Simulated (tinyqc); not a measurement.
# Fully depleted semiconductor-on-insulator film with two gates, non-linear Poisson equation by Newton steps: what changes with what

One dimension across the film, front interface at x = 0, back interface at x = ts. psi is counted from the intrinsic level, n = ni exp(psi/Vt) (source grounded), holes neglected, acceptors ionised. Gates act through Cox = eps0 eox/tox and Cbox = 3.9 eps0/tb with potentials G1 = Vg - (phiM - chi - Vt ln(Nc/ni)) and G2 = Vb - (phiB - chi - Vt ln(Nc/ni)). Classical Boltzmann densities, no interface charge, no depletion in the back plane.

Values chosen for this exercise; band and dielectric values close to those of In0.53Ga0.47As: temperature T = 300 K; band gap Eg = 0.743 eV; relative permittivity eps_r = 13.8; conduction-band density of states at T Nc = 2.08e17 cm^-3; valence-band density of states at T Nv = 7.8e18 cm^-3; electron affinity chi = 4.58 eV; relative permittivity of the gate insulator (close to silicon nitride) eox = 7.34; insulator thickness tox = 5.3 nm; film thickness ts = 6.1 nm; buried-oxide thickness (eps_r 3.9) tb = 47 nm; acceptor density of the film Na = 1e15 cm^-3; work function of the front gate phiM = 5.06 eV; work function of the back plane phiB = 4.63 eV; back-gate voltage Vb = -1.9 V.

Constants: q = 1.602176634e-19 C, kB = 1.380649e-23 J/K, Vt = kB T/q, eps0 = 8.8541878128e-14 F/cm where lengths are in cm. Results are converted to the units shown.

Each table varies one quantity; the others keep the values above.

## Charge against front-gate voltage

ni = sqrt(Nc Nv) exp(-Eg/(2 Vt)), Eg in volts. The Poisson equation eps0 eps_r d2psi/dx2 = q (n + Na), with -eps0 eps_r dpsi/dx = Cox (G1 - psi) at x = 0 and eps0 eps_r dpsi/dx = Cbox (G2 - psi) at x = ts, is solved on 300 equal intervals with half boxes at both ends; N_inv is the trapezoid sum of n. Swing = ln 10/(d ln N_inv/dVg); the last column is (dN_inv/dVb)/(dN_inv/dVg).

Charge against front-gate voltage:
```
Vg (V)	psi front (V)	psi back (V)	N_inv (cm^-2)	centroid/ts	swing (mV/decade)	q dN_inv/dVg over Cox	back/front leverage
0.23	-0.0183	-0.0752	8.88e4	0.330	63.7	4.19e-7	0.0703
0.38	0.123	0.0616	2.01e7	0.317	63.7	9.50e-5	0.0698
0.53	0.265	0.198	4.46e9	0.305	65.1	0.0206	0.0693
0.68	0.375	0.298	2.65e11	0.281	150	0.532	0.0680
0.83	0.419	0.327	1.06e12	0.242	403	0.793	0.0657
0.98	0.443	0.337	2.02e12	0.211	701	0.869	0.0641
1.13	0.459	0.342	3.04e12	0.187	1.01e3	0.904	0.0631
1.28	0.472	0.345	4.09e12	0.168	1.33e3	0.924	0.0624
1.43	0.482	0.346	5.16e12	0.153	1.66e3	0.937	0.0618
```

Read the table: what changes, and by how much?

N_inv passes 1e11 cm^-2 at Vg = 0.630 V. The swing starts at 63.7 mV a decade, against (1 + k) Vt ln 10 = 63.0 for a front channel with k = Cs Cbox/(Cox (Cs + Cbox)) = 0.0578, Cs = eps0 eps_r/ts; above threshold this column is no longer a subthreshold swing. The centroid falls from 0.330 to 0.153 of ts and the leverage of the back gate falls from 0.0703 to 0.0618. For Vg = 0.68, 0.83, 0.98, 1.13, 1.28, 1.43 the density at an interface exceeds 0.3 Nc, where Boltzmann statistics fail. In every row the classical centroid lies within 3 nm of an interface, where confinement, left out, would push it away.

## Threshold and coupling against the acceptor density of the film

VT is the Vg for N_inv = 1e11 cm^-2; -dVT/dVb from the linearised equation. Limits with Cs = eps0 eps_r/ts: front channel Cs Cbox/(Cox (Cs + Cbox)), back channel Cbox (Cox + Cs)/(Cox Cs). Swing at N_inv = 1e8 cm^-2.

The same in every row: front-channel limit = 0.0578; back-channel limit = 0.0966.

Result of one run:
```
Na (cm^-3)	VT (V)	centroid/ts at VT	-dVT/dVb	swing (mV/decade)
7e17	0.692	0.250	0.0671	63.6
```

What becomes of these results when the acceptor density of the film Na is changed from 7e17 to 3e15 cm^-3, all else the same?

Result of the changed run:
```
Na (cm^-3)	VT (V)	centroid/ts at VT	-dVT/dVb	swing (mV/decade)
3e15	0.630	0.292	0.0687	63.7
```

The whole series:
```
Na (cm^-3)	VT (V)	centroid/ts at VT	-dVT/dVb	swing (mV/decade)
1e15	0.630	0.292	0.0687	63.7
3e15	0.630	0.292	0.0687	63.7
9e15	0.630	0.292	0.0686	63.7
3e16	0.632	0.290	0.0686	63.7
8e16	0.637	0.287	0.0685	63.7
2e17	0.647	0.280	0.0682	63.7
7e17	0.692	0.250	0.0671	63.6
2e18	0.805	0.185	0.0647	63.4
```

As Na goes from 1e15 to 2e18, VT rises from 0.630 to 0.805 V, the centroid falls from 0.292 to 0.185 of ts and -dVT/dVb falls from 0.0687 to 0.0647. The coupling covers 28.0 % of the way from the front-channel to the back-channel limit in the first row and 17.8 % in the last.

Range of the model: In so thin a film or at such density quantum confinement moves the charge away from the interfaces and raises the threshold.

tinyqc, about 0.4 s, one thread, Intel Xeon 2.30GHz (shared host): `OMP_NUM_THREADS=1 python tinyqc.py 2190005 2190006 out.jsonl`
